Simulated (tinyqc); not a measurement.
# Floating body of a partially depleted SOI transistor: body voltage and kink, step by step

Numbers from tinyqc (`OMP_NUM_THREADS=1 python tinyqc.py 2182212 2182213 out.jsonl`; about 0.2 s on one thread of a shared Intel Xeon 2.30GHz). Printed values are rounded.

Source at 0 V. Channel current Ic = 2 nf K Vt^2 [F(0) - F(Vd)](1 + la Vd), F(V) = ln^2(1 + exp((Vg - VT - nf V)/(2 nf Vt))), VT = VT0 - gb Vb. Saturation voltage Vs = 2 Vt sqrt(F(0)) + 3 Vt, excess Ve = (Vd - Vs + sqrt((Vd - Vs)^2 + 0.0004 V^2))/2, multiplication M1 = Ai Ve exp(-Bl/Ve). Each junction passes D(v) = J1 (exp(v/Vt) - 1) + J2 (exp(v/(2 Vt)) - 1). Bipolar current Ib = bb J1 (exp(Vb/Vt) - 1). The body settles where M1 (Ic + Ib) = D(Vb) + D(Vb - Vd) + Vb/Rb; drain current Id = (1 + M1)(Ic + Ib) - D(Vb - Vd).

Values chosen for this exercise; values of the order met in partially depleted silicon-on-insulator transistors: temperature T = 330 K; threshold at zero body voltage VT0 = 0.55 V; fall of the threshold per volt of body voltage gb = 0.15; slope factor nf = 1.36; gain factor per width K = 230 uA/(V^2 um); channel-length modulation factor la = 0.05 1/V; impact-ionisation prefactor Ai = 2.72 1/V; impact-ionisation voltage Bl = 8.2 V; diffusion saturation current of each junction J1 = 4.4e-12 uA/um; recombination saturation current of each junction J2 = 3.5e-8 uA/um; gain of the lateral bipolar transistor on the diffusion current bb = 3; resistance of a weak body tie to the source (1e9 stands for no tie, and the term is then dropped) Rb = 1e9 kohm um; gate voltage Vg = 0.86 V; drain voltage Vd = 2 V.

Constants: q = 1.602176634e-19 C, kB = 1.380649e-23 J/K, Vt = kB T/q. Results are converted to the units shown.

Range of the model: The multiplication law is an empirical form chosen for the exercise; self-heating and capacitive coupling to the body are left out, and the linear laws are rough once Vb passes about 0.7 V or M1 about 0.1.

## Starting value

Vb = 0.64 V.

Vb at the start = 0.64 V

## Iteration 1: new Vb

Current into the body I_in = M1 (Ic + Ib) - D(Vb - Vd), current out I_out = D(Vb) + Vb/Rb; f = ln(I_in/I_out), s = df/dVb by central differences over 1e-5 V, Vb(new) = Vb - f/s.

Ic = 15.3628 uA/um
Ve = 1.61592 V
M1 = 0.0274892
I_in = 0.424468 uA/um
I_out = 0.0288543 uA/um
f = 2.68858
s = -33.0240 1/V
Vb after iteration 1 = 0.721413 V

## Iteration 2: new Vb

As before.

Ic = 16.2953 uA/um
Ve = 1.60699 V
M1 = 0.0265766
I_in = 0.469595 uA/um
I_out = 0.469339 uA/um
f = 5.46215e-4
s = -31.7663 1/V
Vb after iteration 2 = 0.721430 V

## Iteration 3: new Vb

As before.

Ic = 16.2955 uA/um
Ve = 1.60699 V
M1 = 0.0265764
I_in = 0.469619 uA/um
I_out = 0.469619 uA/um
f = 1.14705e-8
s = -31.7650 1/V
Vb after iteration 3 = 0.721430 V

## Course of the iteration

Stop when the step is below 1e-10 V, or after 40 iterations.

Course of the iteration:

| iteration | Vb before the step (V) | step (V) |
|---|---|---|
| 1 | 0.64 | 0.0814 |
| 2 | 0.721413 | 1.72e-5 |
| 3 | 0.721430 | 3.61e-10 |
| 4 | 0.721430 | 0 |

Converged in 4 iterations.

## Drain current with floating and with grounded body

converged Vb = 0.721430 V

Id and VT at the converged Vb, Id at Vb = 0, their ratio, and the bipolar share Ib/(Ic + Ib).

VT = 0.441785 V
Id, floating = 18.1401 uA/um
Id, grounded = 9.33841 uA/um
ratio = 1.94253
bipolar share = 7.78115 %

The body rises to 0.721 V and lowers the threshold by 108 mV.
